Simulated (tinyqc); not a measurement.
From exact B0 back to cohesive energy D: equation-of-state fits to an energy-volume table made by a known binding curve. Computed by tinyqc, a small Python program. Command: `OMP_NUM_THREADS=1 python tinyqc.py 3009868 3009869 out.jsonl eosfit inv`. One thread of a shared host (Intel(R) Xeon(R) Processor @ 2.30GHz), about 0.02 s of CPU time with the checks.

With x = (V/V_0)^(1/3), the energy per atom is E = D [m x^-n - n x^-m]/(n - m), so that B0 = D n m/(9 V_0) and B' = (n + m + 6)/3. B' = dB/dP at P = 0.

Inputs (values chosen for the exercise, for a model crystal):
```
quantity                                 value             unit
true volume V_0                           19.9  angstrom^3/atom
repulsive exponent n                         5                -
attractive exponent m                        2                -
compression V/V_0 for the pressure test    0.7                -
```

Binding curve: Mie. Noise: added.

Constants: 1 eV/angstrom^3 = 160.2176634 GPa.

Method. B0 and B' from the formulas above; P = -dE/dV at V = c V_0 (c the compression chosen), from the curve itself.

Question. A run gave the result below. Find the cohesive energy D, known to lie between 1.8 and 3.3 eV/atom.

exact B0 = 21.38919 GPa

Answer.

Each step takes the trial c = (a f_b - b f_a)/(f_b - f_a), f being the result less the target and a, b, c the logarithms of the listed values; c replaces end b, the old b replaces a if the sign of f changed, and otherwise f_a is halved.

Scan of the range:
```
cohesive energy D (eV/atom)  exact B0 (GPa)
1.80                                16.1023
1.99                                17.8020
2.20                                19.6806
2.44                                21.8275
2.70                                24.1534
2.98                                26.6582
3.30                                29.5208
```

False position (Illinois rule, in the logarithm of the input) inside the bracket:
```
step    end a    end b    trial  exact B0 (GPa)
1     2.20000  2.44000  2.38896         21.3709
2     2.44000  2.38896  2.39098         21.3890
3     2.44000  2.39098  2.39102         21.3894
4     2.39098  2.39102  2.39100         21.3892
```

Exact B0 rises at every point of a 13-point scan of the range (every second point is shown), so one value fits; it is bracketed by 2.20 and 2.44. The scan shows a pure power law with exponent 1.0000, so scaling from any one row also gives the answer directly. Answer: cohesive energy D = 2.391 eV/atom.
